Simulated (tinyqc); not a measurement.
# Capacitance of parallel on-chip lines from Laplace's equation on a mesh, step by step

tinyqc, about 1 s, one thread, Intel Xeon 2.30GHz (shared host): `OMP_NUM_THREADS=1 python tinyqc.py 2790115 2790116 out.jsonl` Printed values are rounded.

Cross-section of an endless row of equal lines between two grounded planes; neighbours are driven in antiphase (+1 V and -1 V), so the plane midway between two lines is at 0 V. By symmetry one quarter is solved: x runs from the centre of a line (column 0, mirror) to that midplane (column 5, 0 V), y from the mid-height of the line (row 0, mirror) to the ground plane (row 3, 0 V). The line fills columns 0 to 2 and rows 0 to 1 at 1 V. Cells beside the line (below row 1) have e2, cells above have e1. Each link between nodes has the conductance g = mean permittivity of the two cells beside it (a cell beyond a mirror counts as 0), and the free nodes obey sum g (V_neighbour - V) = 0.

Inputs (values chosen for the exercise):

| symbol | value | unit | meaning |
|---|---|---|---|
| e1 | 2.7 |  | relative permittivity above and below the lines |
| e2 | 2 |  | relative permittivity between the lines |
| om | 1.2 |  | over-relaxation factor |

Constants: eps0 = 8.8541878128e-12 F/m. Results are converted to the units shown.

## Link conductances

gx[j, i] joins node (row j, column i) to column i + 1, gy[j, i] to row j + 1.

gx:
```
	col 0	col 1	col 2	col 3	col 4
row 0	1	1	1	1	1
row 1	2.35	2.35	2.35	2.35	2.35
row 2	2.7	2.7	2.7	2.7	2.7
row 3	1.35	1.35	1.35	1.35	1.35
```

gy:
```
	col 0	col 1	col 2	col 3	col 4	col 5
row 0	1	2	2	2	2	1
row 1	1.35	2.7	2.7	2.7	2.7	1.35
row 2	1.35	2.7	2.7	2.7	2.7	1.35
```

## Iteration 1: relaxation sweep

V at the start (V):
```
	col 0	col 1	col 2	col 3	col 4	col 5
row 0	1	1	1	0	0	0
row 1	1	1	1	0	0	0
row 2	0	0	0	0	0	0
row 3	0	0	0	0	0	0
```

One sweep visits the free nodes row by row from row 0, left to right, and replaces V by V + om (weighted mean of the neighbours - V), using new values at once.

V after sweep 1 (V):
```
	col 0	col 1	col 2	col 3	col 4	col 5
row 0	1.00000	1.00000	1.00000	0.30000	0.09000	0.00000
row 1	1.00000	1.00000	1.00000	0.37660	0.13596	0.00000
row 2	0.30000	0.39000	0.41700	0.23808	0.11221	0.00000
row 3	0.00000	0.00000	0.00000	0.00000	0.00000	0.00000
```

## Iteration 2: relaxation sweep

As before.

V after sweep 2 (V):
```
	col 0	col 1	col 2	col 3	col 4	col 5
row 0	1.00000	1.00000	1.00000	0.49296	0.21146	0.00000
row 1	1.00000	1.00000	1.00000	0.47339	0.20749	0.00000
row 2	0.47400	0.48930	0.43481	0.25851	0.11736	0.00000
row 3	0.00000	0.00000	0.00000	0.00000	0.00000	0.00000
```

## Course of the relaxation

Stop when no node changes by 1e-7 V. C = 4 eps0 sum g (difference of V along the link)^2, in aF/um.

Course of the iteration:
```
sweep	C (aF/um)	largest change (V)
1	200.597	0.417
2	185.904	0.193
3	185.268	0.0559
4	185.239	0.0135
5	185.238	2.13e-3
6	185.238	2.91e-4
7	185.238	1.02e-4
8	185.238	1.63e-5
9	185.238	5.04e-6
10	185.238	3.76e-7
11	185.238	2.38e-7
12	185.238	2.57e-8
```

Converged in 12 sweeps. Over the last four sweeps the change shrinks by about 0.20 a sweep. C comes down from above, since the solution minimises the energy.

## Capacitance per length

converged V (V):
```
	col 0	col 1	col 2	col 3	col 4	col 5
row 0	1.00000	1.00000	1.00000	0.55996	0.24524	0.00000
row 1	1.00000	1.00000	1.00000	0.49730	0.21050	0.00000
row 2	0.49088	0.48177	0.43618	0.26296	0.11837	0.00000
row 3	0.00000	0.00000	0.00000	0.00000	0.00000	0.00000
```

C = 4 eps0 sum g (difference of V)^2 over all links (twice the energy of the four quarters, line at 1 V). Plate estimate without fringing: eps0 [2 e1 w/hd + 2 e2 t/(s/2)], w = 4 hx, t = 2 hx, s/2 = 3 hx, hd = 2 hx.

C = 185.238 aF/um
plate estimate = 119.236 aF/um

C depends on the shape only, not on the mesh step hx. Meshes 6, 12 and 24 times finer extrapolate (Aitken) to 172.6 aF/um; this mesh is 7.3 % above that, and the plate estimate is 31 % below it.
